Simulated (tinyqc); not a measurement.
Film, cylinder and sphere at the same misfit: thermal stress, cracking, delamination and buckling of a thin film; Griffith cracks and misfitting inclusions. Computed by tinyqc, a small Python program. Command: `OMP_NUM_THREADS=1 python tinyqc.py 3012973 3012974 out.jsonl filmcrack walk`. One thread of a shared host (Intel(R) Xeon(R) Processor @ 2.30GHz), about 0.01 s of CPU time with the checks.

Isotropic linear elasticity; the substrate is much thicker than the film; stress is positive in tension.

Inputs (values chosen for the exercise, modelled on an aluminium film on silicon):
```
quantity                       value        unit
film Young's modulus E          70.4         GPa
film Poisson ratio nu           0.34           -
film expansion alpha_f          23.5      1e-6/K
substrate expansion alpha_s      3.1      1e-6/K
deposition temperature T_d       700           K
final temperature T              300           K
intrinsic stress                 -21         MPa
film thickness h                 4.1  micrometre
substrate Young's modulus E_s    140         GPa
substrate Poisson ratio nu_s    0.26           -
```

Method. Thermal strain = (alpha_f - alpha_s)(T_d - T); stress = E/(1 - nu) x strain + intrinsic stress; plane-strain modulus Ebar = E/(1 - nu^2); G0 = stress^2 h/(2 Ebar) is the energy freed per area when a long strip loses its stress across its width. Thermal misfit e alone, mean stress = trace/3 and largest difference of principal stresses inside. Film: E e/(1 - nu) in two directions, 0 in the third. Cylinder: s0 = (1 + nu) e/[(1 + nu)(1 - 2 nu)/E + (1 + nu_s)/E_s] twice and s_zz = E e + 2 nu s0. Sphere: e/[(1 - 2 nu)/E + (1 + nu_s)/(2 E_s)] three times.

thermal strain = 0.00816

Stresses inside (MPa):
```
shape         s1      s2      s3    mean  largest difference
film      870.40  870.40     0.0  580.27              870.40
cylinder  724.57  724.57  1067.2  838.77              342.60
sphere    902.11  902.11   902.1  902.11                0.00
```

What follows from these numbers?

The mean stress in size is 580 MPa in the film, 839 in the cylinder and 902 in the sphere, while the largest difference, twice the largest shear stress, goes from 870 through 343 to 0. In a ductile solid shear can relax by slip and hydrostatic stress cannot, so a confined metal builds up the triaxial stress that opens voids.

Extremes, crossings and ranges named in words are read from the listed rows.
